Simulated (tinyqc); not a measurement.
Microkinetic model of low-temperature epitaxy from hydride gases: adsorption, hydrogen desorption and rate control: one step, computed by the program tinyqc. Command: `OMP_NUM_THREADS=1 python tinyqc.py 3006898 3006899 out.jsonl hepi walk`. One thread of a shared host (Intel(R) Xeon(R) Processor @ 2.30GHz), about 0.01 s of CPU time with the checks.

Each hydride molecule needs two free sites and leaves four hydrogen atoms, of which two leave at once as H2; theta is the hydrogen coverage, the site density is 6.78 per nm^2 and one layer is 1.358 angstrom thick.

Question. Rate constants. Flux per site F = p/(sqrt(2 pi M k_B T) x 6.78e18 per m^2), M = 32.12 u (silane), 76.63 u (germane), 2.016 u (hydrogen); s = s0 exp(-E_s/(k_B T)); k_S = s F_S, k_G = r_G s F_G; germanium fraction x = k_G/(k_S + k_G); k = k_S + k_G; k_H = s_H F_H; k_d = nu_d exp(-(E_d - dE x)/(k_B T)). Temperatures in kelvin are T(C) + 273.15.

Inputs (values chosen for the exercise, close to those used for silane and germane on Si(001)):

| quantity | value | unit |
|---|---|---|
| silane pressure p_S | 0.16 | Pa |
| sticking prefactor of silane s0 | 0.1 | - |
| adsorption barrier E_s | 0.23 | eV |
| desorption prefactor nu_d | 4.3e+12 | 1/s |
| desorption energy on silicon E_d | 2.15 | eV |
| hydrogen carrier pressure p_H | 0 | Pa |
| sticking of hydrogen s_H | 4.4e-07 | - |
| temperature T | 490 | C |
| germane pressure p_G | 0.0034 | Pa |
| sticking ratio of germane to silane r_G | 4.4 | - |
| lowering of E_d per unit germanium fraction, dE | 0.32 | eV |

Film: silicon-germanium. Order of hydrogen desorption: first.

Constants: k_B = 8.617333262e-05 eV/K; u = 1.6605390666e-27 kg; k_B = 1.380649e-23 J/K.

Give: k; germanium fraction x; k_H; k_d.

Answer.

k = 1.275 1/s

germanium fraction x = 0.05708

k_H = 0 1/s

k_d = 0.03595 1/s
